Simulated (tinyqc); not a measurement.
# Abrupt p-n junction, non-linear Poisson equation by Newton steps: two studies

One dimension, p side on the left, n side on the right; net doping C = -Na for x < 0 and +Nd for x > 0. The potential psi is counted from the intrinsic level, and the quasi-Fermi potentials are flat: 0 for holes and -V for electrons, so n = ni exp((psi + V)/Vt) and p = ni exp(-psi/Vt) (Boltzmann statistics, full ionisation, no current).

Values chosen for this exercise; band and dielectric values close to those of silicon: temperature T = 300 K; band gap Eg = 1.14 eV; relative permittivity eps_r = 11.8; conduction-band density of states at T Nc = 2.79e19 cm^-3; valence-band density of states at T Nv = 2.6e19 cm^-3; acceptor density of the p side Na = 4.2e17 cm^-3; donor density of the n side Nd = 6.6e15 cm^-3; bias of the p side against the n side V = 0 V.

Constants: q = 1.602176634e-19 C, kB = 1.380649e-23 J/K, Vt = kB T/q, eps0 = 8.8541878128e-14 F/cm where lengths are in cm. Results are converted to the units shown.

Each table varies one quantity; the others keep the values above.

## Capacitance and field against bias

The Poisson equation d/dx(eps0 eps_r dpsi/dx) = -q (p - n + C) is solved on a mesh of more than 1000 nodes that ends in neutral material (psi_p = -Vt ln(Na/ni), psi_n = Vt ln(Nd/ni) - V). C_j = q d/dV of the integral of p over x, from the linearised equation. ni = sqrt(Nc Nv) exp(-Eg/(2 Vt)), Eg in volts. Depletion approximation: Vbi = Vt ln(Na Nd/ni^2), W = sqrt(2 eps0 eps_r (Vbi - V)(1/Na + 1/Nd)/q), xp = W Nd/(Na + Nd), xn = W Na/(Na + Nd), peak field 2 (Vbi - V)/W, capacitance eps0 eps_r/W. The last column applies it to an abrupt Na-Nd junction.

Capacitance and field against bias:

| V (V) | peak \|E\| (kV/cm) | C_j (nF/cm^2) | 1/C_j^2 (cm^4/uF^2) | eps0 eps_r/C_j (nm) | abrupt depletion C (nF/cm^2) |
|---|---|---|---|---|---|
| 0.12 | 46.04 | 29.60 | 1141 | 353.0 | 27.92 |
| -1.33 | 67.28 | 16.13 | 3843 | 647.7 | 15.91 |
| -2.77 | 84.82 | 12.41 | 6498 | 842.2 | 12.31 |
| -4.22 | 99.99 | 10.44 | 9166 | 1000 | 10.39 |
| -5.66 | 113.3 | 9.200 | 1.182e4 | 1136 | 9.163 |
| -7.11 | 125.3 | 8.310 | 1.448e4 | 1257 | 8.283 |
| -8.55 | 136.3 | 7.641 | 1.713e4 | 1367 | 7.620 |
| -10 | 146.5 | 7.107 | 1.980e4 | 1470 | 7.091 |

What does the comparison show?

With V going from 0.12 to -10 V, C_j falls from 29.6 to 7.11 nF/cm^2 and the peak field rises from 46.0 to 146 kV/cm. The slope of 1/C_j^2, read as N = 2/(q eps0 eps_r |slope|), gives 6.41e15 cm^-3 between the first two rows and 6.50e15 cm^-3 between the last two, against Na Nd/(Na + Nd) = 6.50e15 cm^-3; the slopes of all rows agree within 1 %, as for uniform doping at both edges. At the end C_j goes as (Vbi - V)^(-0.50) with Vbi = 0.817 V, and it is 0.24 % above the abrupt depletion formula (at the first row 6.0 % above it).

## Effect of the doping Nd

Exact first integral for an abrupt junction with thick neutral sides: psi_p = -Vt ln(Na/ni), psi_n = Vt ln(Nd/ni) - V, psi_j = (Nd psi_n + Na psi_p - Vt (Nd - Na))/(Na + Nd) at the junction, n_j = ni exp((psi_j + V)/Vt), p_j = ni exp(-psi_j/Vt), and E_j^2 = (2 q/(eps0 eps_r)) [Nd (psi_n - psi_j - Vt) + Vt (n_j + p_j)] (minority densities of the neutral sides neglected).

The same in every row: ni (cm^-3) = 7.157e9.

Effect of the doping Nd:

| Nd (cm^-3) | Vbi (V) | W (nm) | share of W on the n side (%) | peak field, depletion (kV/cm) | peak field, exact (kV/cm) |
|---|---|---|---|---|---|
| 1.4e16 | 0.8369 | 283.8 | 96.77 | 58.97 | 61.01 |
| 3.7e16 | 0.8621 | 181.8 | 91.90 | 94.82 | 92.46 |
| 9.8e16 | 0.8872 | 120.7 | 81.08 | 147.0 | 142.7 |
| 2.6e17 | 0.9125 | 86.08 | 61.76 | 212.0 | 205.9 |
| 6.8e17 | 0.9373 | 68.62 | 38.18 | 273.2 | 265.6 |
| 1.8e18 | 0.9625 | 60.71 | 18.92 | 317.1 | 308.4 |
| 4.8e18 | 0.9878 | 57.76 | 8.046 | 342.1 | 334.1 |
| 1.3e19 | 1.014 | 57.00 | 3.130 | 355.6 | 363.1 |

As Nd rises, Vbi rises from 0.837 to 1.01 V, 59.5 mV a decade (Vt ln 10), and W falls from 284 to 57.0 nm. The exponent d ln W/d ln Nd is -0.46 between the first two rows and -0.01 between the last two: the lighter-doped side sets the width, and Nd passes Na = 4.2e17 cm^-3 within the table. The depletion field is 3.3 % below the exact one in the first row and 2.1 % below it in the last. For Nd = 1.3e19 the doping exceeds a fifth of the band density of states, where Boltzmann statistics begin to fail.

Computed by the program tinyqc: `OMP_NUM_THREADS=1 python tinyqc.py 2000086 2000087 out.jsonl`, one thread of a shared Intel Xeon 2.30GHz, about 0.01 s for the whole run.
